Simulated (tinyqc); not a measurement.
Ways to reach the isolated limit: finite-size error of a charged defect in a periodic cell: Madelung and Makov-Payne terms. Computed by tinyqc, a small Python program. Command: `OMP_NUM_THREADS=1 python tinyqc.py 3028608 3028609 out.jsonl imagecharge walk`. One thread of a shared host (Intel(R) Xeon(R) Processor @ 2.30GHz), about 0.02 s of CPU time with the checks.

L is the cube root of the cell volume. The defect charge is a Gaussian, rho(r) = q (2 pi sigma^2)^(-3/2) exp(-r^2/2 sigma^2), repeated periodically in a uniform neutralising background and screened by a continuum. The model cell energy is E(L) = E_0 + [periodic - isolated electrostatic energy].

Inputs (values chosen for the exercise, with screening close to that of AlN): charge q = 2 e; cell length L = 10.4 angstrom; dielectric constant eps = 8.41; axis ratio c/a = 1.48; width sigma of the defect charge = 1.1 angstrom; formation energy of the isolated defect E_0 = 3.566 eV.

Supercell lattice: tetragonal. Screening: isotropic.

scatter added to the six cells, standing for numerical noise (meV): [-0.31, 0.28, 5.2, -3.7, -5.7, -2]

Constants: e^2/(4 pi eps_0) = 14.39964548 eV angstrom.

Method:
- Cell vectors: (1,0,0), (0,1,0), (0,0,c/a), scaled to volume L^3.
- Ewald sum for a unit point charge: scale each Cartesian component of the cell by 1/sqrt(eps_i), giving R', G' and V'; E = [ (1/2) sum erfc(eta R')/R' + (2 pi/V') sum exp(-G'^2/4 eta^2)/G'^2 - eta/sqrt(pi) - pi/(2 V' eta^2) ] e^2/(4 pi eps_0) / sqrt(eps_x eps_y eps_z), over n_i = -6..6, omitting n = (0,0,0), eta = 2/V'^(1/3). alpha = -2 E eps_g L/(e^2/(4 pi eps_0)), eps_g = (eps_x eps_y eps_z)^(1/3).
- Periodic energy of the Gaussian: (2 pi q^2/V) sum_(G != 0) exp(-sigma^2 G^2)/(G.eps.G) x e^2/(4 pi eps_0), n_i = -k..k with k = max(9, L/sigma rounded up). Isolated energy: q^2/(2 sqrt(pi) sigma) <1/(n.eps.n)> e^2/(4 pi eps_0), the mean over directions n, here 1/eps.
- Cells of the same shape with L scaled by 0.7, 0.85, 1, 1.25, 1.5 and 2; the scatter is added to E(L).
- The point-charge correction scales as 1/L from its value at the input L.
- Least-squares fits of E(L) to a + b/L, a + c/L^3 or a + b/L + c/L^3; the estimate is a, and errors are against E_0.

Scaling data:
```
L (angstrom)  1/L (1/angstrom)  E(L) (eV)  E(L) + point-charge correction (eV)
7.28                  0.137363    2.44101                              3.70056
8.84                  0.113122    2.60438                              3.64165
10.40                 0.096154    2.73580                              3.61749
13.00                 0.076923    2.88065                              3.58600
15.60                 0.064103    2.98623                              3.57402
20.80                 0.048077    3.12894                              3.56979
```

point-charge correction -q^2 E = 0.881684 eV

nearest image = 9.12598 angstrom

Estimates of E_0:
```
way                              estimate (eV)  error (meV)
largest cell, uncorrected               3.1289      -437.06
largest cell, point-charge term         3.5698         3.79
1/L fit, three smallest                 3.4170      -148.96
1/L fit, all six                        3.4826       -83.40
1/L^3 fit, all six                      3.0437      -522.28
1/L and 1/L^3, three smallest           3.6409        74.86
1/L and 1/L^3, all six                  3.5530       -13.04
corrected data, 1/L^3 fit               3.5635        -2.52
```

coefficient b of the full fit = -8.9839 eV angstrom

What does the comparison show, and why?

Best here: corrected data, 1/L^3 fit (-2.5 meV); worst: 1/L^3 fit, all six (-522 meV). The fitted b is 98.0 % of the Madelung value -q^2 alpha e^2/(8 pi eps_0 eps_g), so such a fit also measures the screening. A pure 1/L fit lands below E_0, because the positive 1/L^3 term flattens the small-cell points.

Extremes, crossings and ranges named in words are read from the listed rows.
